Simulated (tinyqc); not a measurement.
p-n diode, drift-diffusion by the Gummel loop with Scharfetter-Gummel fluxes: two steps of the calculation.

Abrupt junction at x = 0, p side from -Lp, n side to Ln, ohmic contacts. psi is counted from the intrinsic level; n = ni exp((psi - phin)/Vt), p = ni exp((phip - psi)/Vt). Contacts: p side psi = V - Vt ln(Na/ni), p = Na, n = ni^2/Na; n side psi = Vt ln(Nd/ni), n = Nd, p = ni^2/Nd. Constant mobilities, D = mu Vt, Boltzmann statistics, SRH recombination through a mid-gap level, U = (n p - ni^2)/(tp (n + ni) + tn (p + ni)). Current is positive from the p contact to the n contact.

Parameters, values chosen for the exercise; band and dielectric values close to those of silicon:

| symbol | value | unit | meaning |
|---|---|---|---|
| T | 300 | K | temperature |
| eps_r | 11.5 |  | relative permittivity |
| Na | 7.6e15 | cm^-3 | acceptor density of the p side |
| Nd | 1.3e16 | cm^-3 | donor density of the n side |
| mun | 1200 | cm^2/(V s) | electron mobility |
| mup | 350 | cm^2/(V s) | hole mobility |
| tn | 2e-7 | s | SRH lifetime of electrons |
| tp | 2e-8 | s | SRH lifetime of holes |
| G | 0 | cm^-3 s^-1 | uniform generation rate |
| V | 0.45 | V | bias of the p contact |

Constants: q = 1.602176634e-19 C, kB = 1.380649e-23 J/K, Vt = kB T/q, eps0 = 8.8541878128e-14 F/cm where lengths are in cm. Results are converted to the units shown.

Problem 1. Poisson equation. With phin and phip held, solve a_i (psi_(i+1) - psi_i) - a_(i-1) (psi_i - psi_(i-1)) + q w_i (p_i - n_i + C_i) = 0 for the inner nodes by Newton steps to convergence; a_i = eps0 eps_r/h_i, h_i = x_(i+1) - x_i, w_i = (h_(i-1) + h_i)/2, C = -Na or +Nd.

```
node	x (nm)	phin at the start (V)	phip at the start (V)
0	-6100	0.45	0.45
1	-2920	0	0.45
2	-1360	0	0.45
3	-599	0	0.45
4	-227	0	0.45
5	-44.5	0	0.45
6	44.5	0	0.45
7	185	0	0.45
8	408	0	0.45
9	760	0	0.45
10	1320	0	0.45
11	2200	0	0
```

ni = 8.7037626e9 cm^-3

Wanted: psi; n after Poisson; p after Poisson.

Solution 1.

```
node	psi (V)	n after Poisson (cm^-3)	p after Poisson (cm^-3)
0	0.0963	9968	7.600e15
1	0.0963	3.616e11	7.600e15
2	0.0963	3.616e11	7.600e15
3	0.0964	3.620e11	7.591e15
4	0.0993	4.061e11	6.768e15
5	0.1671	5.578e12	4.927e14
6	0.3353	3.740e15	7.348e11
7	0.3660	1.226e16	2.242e11
8	0.3675	1.299e16	2.116e11
9	0.3675	1.300e16	2.114e11
10	0.3675	1.300e16	2.114e11
11	0.3675	1.300e16	5827
```

Problem 2. Recombination and current. U_i as defined. J = Jn at the p contact + Jp at the n contact + q sum w_i U_i - q G sum w_i over the inner nodes, which avoids differences of large majority fluxes: Jn = (q mun Vt/h_0)[n_1 B(d_0) - n_0 B(-d_0)], Jp = (q mup Vt/h_last)[p_(N-1) B(d_last) - p_N B(-d_last)], d_i = (psi_(i+1) - psi_i)/Vt, B(d) = d/(exp(d) - 1), w_i = (h_(i-1) + h_i)/2.

```
node	x (nm)	converged psi (V)	converged n (cm^-3)	converged p (cm^-3)
0	-6100	0.09634714	9967.8267	7.6e15
1	-2920	0.09634514	1.9306380e11	7.6001930e15
2	-1360	0.09634424	2.8892007e11	7.6002672e15
3	-599	0.09637401	3.3645613e11	7.5914290e15
4	-227	0.09934223	4.0194994e11	6.7679462e15
5	-44.5	0.16707489	5.5765897e12	4.9271026e14
6	44.5	0.33532534	3.7404138e15	7.3313768e11
7	185	0.36601485	1.2259739e16	2.1466701e11
8	408	0.36750187	1.2985619e16	1.7938963e11
9	760	0.36753050	1.3000029e16	1.4240386e11
10	1320	0.36753053	1.3000086e16	8.5855378e10
11	2200	0.36753024	1.3e16	5827.3448
```

ni = 8.7037626e9 cm^-3

Wanted: U; Jn at the p contact; Jp at the n contact; recombination; generation; J.

Solution 2.

U, node 0 to 11 (cm^-3 s^-1): 0  9.6532e17  1.4446e18  1.6823e18  2.0097e18  2.7851e19  3.6584e19  1.0731e19  8.9682e18  7.1194e18  4.2925e18  0
Jn at the p contact = 0.0030177 A/cm^2
Jp at the n contact = 0.0014144 A/cm^2
recombination = 3.8963e-4 A/cm^2
generation = 0 A/cm^2
J = 0.0048217 A/cm^2

Computed by the program tinyqc: `OMP_NUM_THREADS=1 python tinyqc.py 2240152 2240153 out.jsonl`, one thread of a shared Intel Xeon 2.30GHz, about 0.2 s for the whole run.
